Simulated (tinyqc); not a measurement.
Fully depleted semiconductor-on-insulator film with two gates, non-linear Poisson equation by Newton steps: two steps of the calculation.

One dimension across the film, front interface at x = 0, back interface at x = ts. psi is counted from the intrinsic level, n = ni exp(psi/Vt) (source grounded), holes neglected, acceptors ionised. Gates act through Cox = eps0 eox/tox and Cbox = 3.9 eps0/tb with potentials G1 = Vg - (phiM - chi - Vt ln(Nc/ni)) and G2 = Vb - (phiB - chi - Vt ln(Nc/ni)). Classical Boltzmann densities, no interface charge, no depletion in the back plane.

Parameters, values chosen for the exercise; band and dielectric values close to those of germanium:
```
symbol,value,unit,meaning
T,350,K,temperature
tox,6.3,nm,insulator thickness
ts,9.6,nm,film thickness
tb,11,nm,buried-oxide thickness (eps_r 3.9)
```

Constants: q = 1.602176634e-19 C, kB = 1.380649e-23 J/K, Vt = kB T/q. Results are converted to the units shown.

Question 1. Newton step. Solve a d_(i-1) + b_i d_i + a d_(i+1) = -F_i for all nodes. If the largest |d| exceeds 4 Vt, the whole step is scaled down so that it equals 4 Vt.

a = 12.026938 uF/cm^2

| node | diagonal b (F/cm^2) | residual F (C/cm^2) | psi after iteration 2 (V) |
|---|---|---|---|
| 0 | -1.9849424e-5 | -3.3294191e-8 | 0.35210956 |
| 1 | -2.8533056e-5 | -1.4296004e-8 | 0.31972638 |
| 2 | -2.6189634e-5 | -5.9061377e-9 | 0.29738883 |
| 3 | -2.5250562e-5 | -4.7316478e-9 | 0.27991778 |
| 4 | -2.4784979e-5 | -5.2507199e-9 | 0.26505589 |
| 5 | -2.4521734e-5 | -6.1864431e-9 | 0.25159246 |
| 6 | -2.4359903e-5 | -6.7971508e-9 | 0.23878951 |
| 7 | -2.4255407e-5 | -6.4409123e-9 | 0.22619044 |
| 8 | -1.2407155e-5 | -2.4047391e-9 | 0.21356282 |

Give: Newton step d, before damping; psi after iteration 3.

Answer 1.

| node | Newton step d, before damping (1e-3 V) | psi after iteration 3 (V) |
|---|---|---|
| 0 | -4.292 | 0.3478 |
| 1 | -4.316 | 0.3154 |
| 2 | -4.757 | 0.2926 |
| 3 | -5.553 | 0.2744 |
| 4 | -6.508 | 0.2585 |
| 5 | -7.422 | 0.2442 |
| 6 | -8.110 | 0.2307 |
| 7 | -8.439 | 0.2178 |
| 8 | -8.374 | 0.2052 |

Question 2. Electron sheet density, centroid and oxide fields. n_i = ni exp(psi_i/Vt); N_inv = sum w_i n_i with w = ts/8, halved at the ends; centroid sum w n x/N_inv; fields (G1 - psi_0)/tox and (G2 - psi_8)/tb.

| node | converged psi (V) |
|---|---|
| 0 | 0.34747498 |
| 1 | 0.31503016 |
| 2 | 0.29220000 |
| 3 | 0.27388087 |
| 4 | 0.25801996 |
| 5 | 0.24361259 |
| 6 | 0.23010734 |
| 7 | 0.21717917 |
| 8 | 0.20462746 |

ni = 1.7494054e14 cm^-3
G1 = 0.78851357 V
G2 = -0.27148643 V

Give: n; N_inv; centroid; field in the front oxide; field in the buried oxide.

Answer 2.

| node | n (cm^-3) |
|---|---|
| 0 | 1.763e19 |
| 1 | 6.013e18 |
| 2 | 2.821e18 |
| 3 | 1.537e18 |
| 4 | 9.083e17 |
| 5 | 5.633e17 |
| 6 | 3.600e17 |
| 7 | 2.345e17 |
| 8 | 1.547e17 |

N_inv = 2.560e12 cm^-2
centroid = 1.527 nm
field in the front oxide = 0.7001 MV/cm
field in the buried oxide = -0.4328 MV/cm

The centroid lies at 0.16 of the film, near the front interface.

Numbers from tinyqc (`OMP_NUM_THREADS=1 python tinyqc.py 2190041 2190042 out.jsonl`; about 0.3 s on one thread of a shared Intel Xeon 2.30GHz).
